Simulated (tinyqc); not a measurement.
Liquidus of a compound AB in a simple-solution melt, liquid-phase epitaxy and vapour pressures: one step, computed by the program tinyqc.

x is the atom fraction of B in the melt. The melt is a simple solution: R T ln gamma_B = W (1 - x)^2, R T ln gamma_A = W x^2, W = a + b T. The solid AB is stoichiometric.

Question. Slope of the liquidus. Liquidus (Vieland): f(x) = R T ln[4 x (1 - x)] + 2 W (1/2 - x)^2 + S_F (T_F - T) = 0. dx/dT = -(df/dT)/f', df/dT = R ln[4 x (1 - x)] + 2 b (1/2 - x)^2 - S_F, f' = (1 - 2x)[R T/(x (1 - x)) - 2 W]. Concentrations: C_L = x N_A/V_L in the melt, C_S = 4/a0^3 in the solid; m = dT/dC_L.

Inputs (values chosen for the exercise, modelled on InAs for the melt):
```
quantity                      value       unit
entropy of fusion S_F          60.5  J/(mol K)
interaction slope b           -41.5  J/(mol K)
saturation temperature T        976          K
molar volume of the melt V_L   16.8   cm^3/mol
lattice constant a0           6.058   angstrom
```

solubility x = 0.1135814

W = -23.704 kJ/mol

Constants: R = 8.314462618 J/(mol K); N_A = 6.02214076e+23 1/mol; k_B = 8.617333262e-05 eV/K.

Give: dx/dT; C_L; C_S; slope m; apparent heat of solution k_B T^2 d ln x/dT.

Answer.

dx/dT = 8.133e-04 1/K

C_L = 4.071e+21 1/cm^3

C_S = 1.799e+22 1/cm^3

slope m = 3.430e-20 K cm^3

apparent heat of solution k_B T^2 d ln x/dT = 0.5878 eV
